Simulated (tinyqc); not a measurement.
Tight binding, honeycomb lattice, step by step. One step of it, computed by the program tinyqc.

Problem. Bloch Hamiltonian at k. H_AB = -t1 (1 + exp(-i k.a1) + exp(-i k.a2)); H_AA = delta - 2 t2 sum cos(k.b + phi), H_BB = -delta - 2 t2 sum cos(k.b - phi), b = a1, a2 - a1, -a2.

Parameters chosen for this model:
```
parameter     value                        unit
t1         1.030000                 eV, nearest
t2         0.190000       eV, second neighbours
phi        1.570000  rad, phase of t2 (Haldane)
delta      1.900000          eV, +/- on A and B
```

k point k (fractions of the reciprocal vectors): -0.390000  -0.040000

Give: H(k) at k.

Solution.

H(k) at k (eV):
```
                 A                B
A           2.0598  -1.2340-0.9127i
B  -1.2340+0.9127i          -2.0596
```
